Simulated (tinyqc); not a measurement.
Pressure series at fixed power: global model of a low-pressure process discharge: electron temperature, density, ion flux and ion energy. Computed by tinyqc, a small Python program. Command: `OMP_NUM_THREADS=1 python tinyqc.py 3110027 3110028 out.jsonl plasma walk`. One thread of a shared host (Intel(R) Xeon(R) Processor @ 2.30GHz), about 0.01 s of CPU time with the checks.

Maxwellian electrons with temperature T_e in eV, one positive ion, no negative ions, uniform bulk density n; rate constants have the Arrhenius form.

Inputs (values chosen for the exercise, of the order of those of an inductive discharge in a simple atomic gas):
```
quantity                      value   unit
ion mass M                     35.5      u
ionisation prefactor K0     2.8e-14  m^3/s
ionisation energy E_iz         14.4     eV
excitation prefactor X0     7.4e-15  m^3/s
excitation energy E_ex         11.7     eV
elastic rate constant K_el  1.8e-13  m^3/s
ion-neutral cross section   9.9e-19    m^2
gas temperature T_g             300      K
radius R                         12     cm
height L                         16     cm
absorbed power P                400      W
```

Constants: k_B = 1.380649e-23 J/K; e = 1.602176634e-19 C; u = 1.6605390666e-27 kg; m_0 = 9.1093837015e-31 kg.

Method:
- n_g = p/(k_B T_g), lambda_i = 1/(n_g sigma), K_iz = K0 exp(-E_iz/T_e), h_L = 0.86/sqrt(3 + L/(2 lambda_i)), h_R = 0.8/sqrt(4 + R/lambda_i), A_eff = 2 pi R^2 h_L + 2 pi R L h_R and d_eff = pi R^2 L/A_eff follow p.
- Particle balance: K0 exp(-E_iz/T_e) n_g d_eff = u_B, u_B = sqrt(e T_e/M).
- E_c = E_iz + (X0 exp(-E_ex/T_e) E_ex + K_el (3 m_0/M) T_e)/K_iz; E_T = E_c + (5/2) T_e + (T_e/2) ln(M/(2 pi m_0)); n = P/(e u_B A_eff E_T); J = e h_L n u_B. Pressures without a root below 2 E_iz are left out.

Against pressure:
```
p (Pa)  T_e (eV)  E_c (eV)  E_T (eV)  n (1/cm^3)  J (mA/cm^2)
0.1       4.9272    19.776    54.858  1.7289e+11       3.9333
0.2       3.6606    20.921    46.984  2.7746e+11       4.6161
0.5       2.7113    22.934    42.238  4.8941e+11       5.1651
1.0       2.2563    25.029    41.094  7.3396e+11       5.3247
2.0       1.9285    27.945    41.676  1.0708e+12       5.2597
5.0       1.6164    34.394    45.903  1.6439e+12       4.7811
10.0      1.4402    44.000    54.254  2.0688e+12       4.0468
20.0      1.2989    64.388    73.636  2.2616e+12       2.9823
```

What does the comparison show, and why?

T_e falls from 4.93 to 1.30 eV, n changes by a factor 13.1 and J by 0.76; in J = P h_L/(A_eff E_T), E_T changes by a factor 1.34 and is least at 1 Pa, between wall losses at high T_e and excitation losses at low T_e.

Extremes, crossings and ranges named in words are read from the listed rows.
